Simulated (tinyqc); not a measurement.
Specific resistance of a metal-semiconductor contact and its transmission-line measurement: one step, computed by the program tinyqc.

The barrier is parabolic (depletion approximation), energies E are normal energies counted from the band edge in the neutral semiconductor (downwards for holes), and the bias is zero. xi is an input, held fixed when other inputs move.

Problem. Current crowding. Transmission-line model: transfer length L_T = sqrt(rho_c/R_sh); R_c = (R_sh L_T/W) coth(d/L_T). Limits: rho_c/(W d) for d << L_T, sqrt(rho_c R_sh)/W for d >> L_T.

Inputs (values chosen for the exercise, modelled on p-type SiGe):
```
quantity               value        unit
temperature T            400           K
sheet resistance R_sh    890         ohm
contact length d         1.9  micrometre
contact width W         0.34  micrometre
```

Image-force lowering: included.

specific contact resistance rho_c = 2.630070e-07 ohm cm^2

Give: transfer length L_T; d/L_T; contact resistance R_c; R_c W; short-contact limit; long-contact limit.

Solution.

transfer length L_T = 0.1719 micrometre

d/L_T = 11.05

contact resistance R_c = 450.0 ohm

R_c W = 153.0 ohm micrometre

short-contact limit = 40.71 ohm

long-contact limit = 450.0 ohm

The contact is long: current crowds at the front edge, and more length does not help.
